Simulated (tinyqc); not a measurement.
Trap density from one capacitance.

Problem. Traps spread evenly through the insulator exchange electrons with the semiconductor by tunnelling, with tau(x) = t0 exp(2 ka x) at depth x from the interface. The admittance per area Y seen at depth x obeys dY/dx = -Y^2/(i w eps0 eox) + q Nb ln(1 + i w tau)/tau, with Y(0) = i w Cs and w = 2 pi f; the gate sees Y(tox) = G + i w C. Working variable y = Y/(i w), in uF/cm^2. Cox = eps0 eox/tox. Find Nb and G/w.

Inputs (values chosen for the exercise): relative permittivity of the insulator eox = 8.1; insulator thickness tox = 4.2 nm; semiconductor capacitance in accumulation Cs = 1.2 uF/cm^2; decay constant of the wave function in the insulator ka = 3.9 1/nm; time constant of a trap at the interface t0 = 5e-11 s; frequency f = 1000 Hz.

Constants: q = 1.602176634e-19 C, eps0 = 8.8541878128e-14 F/cm where lengths are in cm. Results are converted to the units shown.

C = 1.6657527 uF/cm^2

Solution. C rises steadily with Nb, so one density matches; in practice ka and t0 must come from the frequency dependence.

Nb = 1.20e20 cm^-3 eV^-1
G/w = 0.0994 uF/cm^2

Computed by the program tinyqc: `OMP_NUM_THREADS=1 python tinyqc.py 2202051 2202052 out.jsonl`, one thread of a shared Intel Xeon 2.30GHz, about 0.4 s for the whole run.
